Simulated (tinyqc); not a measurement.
Inside a calculation. Method: harmonic frequencies on the RHF/sto-6g surface (energies and gradients from PySCF), for H3+, spin multiplicity 1. One step of it, computed by the program tinyqc.

Question. Normal modes. Diagonalise H_ij / sqrt(m_i m_j); the 6 smallest eigenvalues belong to translations and rotations; wavenumber = sqrt(eigenvalue / 1822.888) x 219474.63; each mode has its largest component positive (the first on a tie); zero-point energy = sum of wavenumbers / 2, with 349.755 1/cm per kcal/mol. A mass of 2.014 u marks deuterium.

Hessian (symmetrised) (hartree/bohr^2), lower triangle:
```
             1Hx          1Hy          1Hz          2Hx          2Hy          2Hz         3Hx         3Hy
1Hx   0.00106133
1Hy   0.01525578   0.22704529
1Hz   0.00169970   0.00494055   0.05745231
2Hx  -0.00031416  -0.00559775   0.00254775   0.00032718
2Hy  -0.00675530  -0.11810772   0.04693319   0.00512921   0.10428995
2Hz   0.00578390   0.09546999  -0.02435926  -0.00078309  -0.07648121   0.18096076
3Hx  -0.00074718  -0.00965809  -0.00424744  -0.00001301   0.00162614  -0.00500077  0.00076019
3Hy  -0.00850045  -0.10893839  -0.05187374   0.00046855   0.01381807  -0.01898795  0.00803191  0.09512083
3Hz  -0.00748361  -0.10041062  -0.03309151  -0.00176464   0.02954826  -0.15660226  0.00924819  0.07086152

            3Hz
3Hz  0.18969297
```

masses (u): 1H 1.007825, 2H 1.007825, 3H 2.014102

Give: eigenvalues of the mass-weighted Hessian; harmonic wavenumbers of the vibrations; mass-weighted modes; zero-point energy.

Answer.

eigenvalues of the mass-weighted Hessian (hartree/(bohr^2 u)): 0.0000  0.0000  0.0000  0.0000  0.0000  0.0000  0.1340  0.1423  0.4322

harmonic wavenumbers of the vibrations (1/cm): 1881.5  1938.9  3379.6

mass-weighted modes:
```
      mode 1   mode 2   mode 3
1Hx   0.0032  -0.0437   0.0424
1Hy  -0.1501  -0.5365   0.6477
1Hz   0.5524  -0.3317  -0.0333
2Hx   0.0404   0.0138  -0.0132
2Hy   0.5422  -0.0192  -0.3849
2Hz   0.1782   0.6321   0.5235
3Hx  -0.0308   0.0211  -0.0207
3Hy  -0.2774   0.3931  -0.1859
3Hz  -0.5168  -0.2125  -0.3468
```

zero-point energy = 10.2930 kcal/mol
